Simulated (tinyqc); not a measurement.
Worked calculation: quantum-confined Stark effect in a modulator well. Values are carried at full precision from step to step, so a last printed digit may differ when a step is redone from the rounded ones.

Constants: hbar^2/2m0 = 3.80998211 eV angstrom^2; e^2/(4 pi eps0) = 14.39964547 eV angstrom; hc = 1239.841984 eV nm.

Values chosen for the exercise (near those of an InGaAsP well in InP; shifted at random, so the results belong to these values and not to a real crystal):
```
symbol  value   unit      meaning
L       76      angstrom  well width
me      0.0491  m0        electron, well
mh      0.368   m0        heavy hole along z, well
F       68      kV/cm     field
Vc      0.184   eV        conduction offset
Vv      0.286   eV        heavy-hole offset
meb     0.0774  m0        electron, barrier
mhb     0.523   m0        heavy hole, barrier
Eg      0.856   eV        gap of the well
mp      0.111   m0        heavy hole in the plane
eps     13.4              dielectric constant
dE      7       meV       operating point below the zero-field line
G       4       meV       half width of the exciton line
```

## Estimate for hard walls

Second order: each level moves by -C m (e F)^2 L^4/(2c), C = (15/pi^2 - 1)/(24 pi^2), c = hbar^2/2m0, 1 kV/cm = 1e-5 eV/angstrom. It holds while e F L is no more than about twice 3 c pi^2/(m L^2).

Estimate:
```
carrier     shift (meV)  e F L over the level spacing
electron          -0.22                          0.13
heavy hole        -1.63                          0.97
```

The hole, 7.5 times heavier, carries 88 % of the estimated shift; for hard walls second order errs by about 2 % at a ratio of 1 and 13 % at 3.

## Levels and envelopes

Envelopes on cells of 0.5 angstrom over the well |z| < L/2 and 45 angstrom of barrier on each side, psi = 0 beyond, psi'/m continuous (mean mass between points), c = hbar^2/2m0. The electron sees + e F z and the hole - e F z, each with its offset in the barriers; 1 kV/cm = 1e-5 eV/angstrom. Light holes, band mixing and escape by tunnelling are left out.

Ground levels, squared overlap and separation <z>_h - <z>_e without and with the field.

Results:
```
F (kV/cm)  E_e (meV)  E_h (meV)  overlap^2  separation (angstrom)
0              47.57      12.51      0.915                    0.0
68             45.75       9.36      0.796                   14.3
```

The electron level moves by -1.83 meV (8.4 times the hard-wall estimate, since it leaks into the barriers and sees a wider well) and the hole level by -3.15 meV (1.93 times).

## Exciton

Exciton: in-plane function exp(-rho/lam), 1/mu = 1/me + 1/mp, E(lam) = c/(mu lam^2) - (q/eps) times the integral over k of Fm(k)(1 + (k lam/2)^2)^(-3/2), Fm(k) the double integral of psi_e^2 psi_h^2 exp(-k |z - z'|), q = e^2/(4 pi eps0); binding Eb = -E at the minimum. Line at Eg + E_e + E_h - Eb, strength proportional to overlap^2/lam^2.

Minimise over lam without and with the field.

Results:
```
F (kV/cm)  lam (angstrom)  Eb (meV)  line (eV)      nm  overlap^2/lam^2 (1e-4/angstrom^2)
0                   155.0      6.56     0.9095  1363.2                             0.3810
68                  158.9      6.36     0.9047  1370.4                             0.3152
```

The weaker binding gives back 0.20 meV of the red shift, leaving 4.8 meV; the strength falls to 83 %.

## Contrast at the operating point

With a Gaussian line of half width G, the absorption at E_op = line(0) - dE is proportional to strength x exp(-ln2 ((E_op - line)/G)^2); continuum absorption is left out. Give it at both fields, relative to the zero-field peak.

E_op = 0.9025 eV
wavelength = 1373.8 nm

absorption without and with the field: 0.12  0.67

The field changes the absorption by +0.55 of the zero-field peak. The zero-field tail still absorbs here, since dE is no more than 2G, which costs insertion loss.

## Checks

- Zero-field levels against the matching condition of the square well, meV: largest difference 4.8e-01.
- Slope d(E_e + E_h)/dF against minus the separation (Hellmann-Feynman), angstrom: both -14.3.

Computed by tinyqc, a small Python program: `OMP_NUM_THREADS=1 python tinyqc.py 1251773 1251774 out.jsonl` (the numbers bound the seed that draws the inputs); one thread of a shared host (Intel(R) Xeon(R) Processor @ 2.30GHz), about 0.1 s for the whole set of steps.
